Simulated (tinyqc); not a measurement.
# Double-gate transistor below threshold, two-dimensional Poisson equation on a small mesh: effects of single changes

Half of a symmetric double-gate structure: row 0 is the mid-plane of the body, where the normal field vanishes. Mobile charge is neglected (subthreshold), the body is fully depleted, and potentials are counted from the intrinsic level; rows run upward to the gate, columns from source to drain.

Inputs (values chosen for the exercise); semiconductor permittivity close to that of gallium nitride:
```
symbol,value,unit,meaning
T,293,K,temperature
eps_r,9.5,,relative permittivity of the semiconductor
eox,7.5,,relative permittivity of the insulator
tb,4,nm,half the body thickness
tox,3.5,nm,insulator thickness
L,24,nm,channel length
Na,0,cm^-3,acceptor density of the depleted body
Vbi,0.52,V,potential of the source
Vfb,-0.01,V,gate offset
Vg,0.05,V,gate voltage
Vd,0.05,V,drain voltage
```

Constants: q = 1.602176634e-19 C, kB = 1.380649e-23 J/K, Vt = kB T/q, eps0 = 8.8541878128e-14 F/cm where lengths are in cm. Results are converted to the units shown.

Each table varies one quantity; the others keep the values above.

## Effect of the acceptor density of the depleted body

Mesh: rows i = 0..12 in the semiconductor (step hs = tb/12, row 12 on the interface), then 8 step(s) ho = tox/8 up to the gate row 20; columns j = 0..80 (step hy = L/80). Box integration, divided by eps0: up_i = eps hy/h of the interval above row i, dn_i = that of the interval below (0 for row 0), lat_i = (sum of eps h/2 over the intervals above and below)/hy, s_i = -q Na w_i hy/eps0 with w_i the semiconductor height of the box (hs/2 for row 0 and the interface row, hs between, 0 in the insulator). Each free node obeys (up + dn + 2 lat) psi = up psi(above) + dn psi(below) + lat [psi(left) + psi(right)] + s. Fixed values: gate row Vg - Vfb; column 0 at Vbi and the last column at Vbi + Vd in the semiconductor, each running linearly to Vg - Vfb across the insulator. The system is solved directly. On row 0 the minimum of psi and its place come from a parabola through the three lowest nodes; barrier = Vbi - minimum, swing = Vt ln 10/(d psi/dVg), DIBL = (d psi/dVd)/(d psi/dVg) there. Lambda = pi/k with k the smallest positive root of tan(k tox) tan(k tb) = eox/eps_r.

Effect of the acceptor density of the depleted body:
```
Na (cm^-3),L/Lambda,barrier (V),place y/L,swing (mV/decade),DIBL (mV/V)
0,1.480,0.3538,0.4886,74.50,133.2
5e17,1.480,0.3736,0.4891,74.50,133.5
1e18,1.480,0.3934,0.4896,74.50,133.8
2e18,1.480,0.4330,0.4904,74.50,134.3
3e18,1.480,0.4727,0.4910,74.49,134.7
5e18,1.480,0.5519,0.4921,74.49,135.4
```

What does the table show?

As Na goes from 0 to 5e18 cm^-3, the barrier rises from 0.354 to 0.552 V, the swing stays near 74.5 mV a decade and DIBL rises from 133 to 135 mV/V; the ideal swing is 58.1. The barrier top moves from y/L = 0.489 to 0.492.

## Choice of the relaxation factor

Mesh: rows i = 0..2 in the semiconductor (step hs = tb/2, row 2 on the interface), then 2 step(s) ho = tox/2 up to the gate row 4; columns j = 0..6 (step hy = L/6). Sweeps go row by row from row 0, left to right, psi(new) = psi + omega (t - psi) with t the value that solves the node equation for the newest neighbours; free nodes start at zero; stop when the largest change is below 1e-7 V.

Choice of the relaxation factor:
```
omega,sweeps
1,78
1.1,64
1.2,51
1.3,40
1.4,28
1.5,26
1.6,31
1.7,44
1.8,68
1.9,143
```

Gauss-Seidel (omega = 1) takes 78 sweeps; the fewest, 26, are at omega = 1.5, and omega = 1.9 takes 143. The Jacobi matrix of this mesh has spectral radius rho = 0.9166, so theory puts the best factor at 2/(1 + sqrt(1 - rho^2)) = 1.43.

## Effect of the gate voltage

Same model as above.

Effect of the gate voltage:
```
Vg (V),L/Lambda,barrier (V),place y/L,swing (mV/decade),DIBL (mV/V)
-0.2,1.480,0.5489,0.4925,74.49,135.6
-0.12,1.480,0.4864,0.4916,74.49,135.1
-0.04,1.480,0.4240,0.4904,74.50,134.3
0.04,1.480,0.3616,0.4889,74.50,133.3
0.12,1.480,0.2991,0.4867,74.52,132.0
0.2,1.480,0.2367,0.4835,74.54,130.1
```

What does the comparison show?

As Vg goes from -0.2 to 0.2 V, the barrier falls from 0.549 to 0.237 V, the swing stays near 74.5 mV a decade and DIBL falls from 136 to 130 mV/V; the ideal swing is 58.1. The barrier top moves from y/L = 0.493 to 0.484.

Computed by the program tinyqc: `OMP_NUM_THREADS=1 python tinyqc.py 2480112 2480113 out.jsonl`, one thread of a shared Intel Xeon 2.30GHz, about 0.2 s for the whole run.
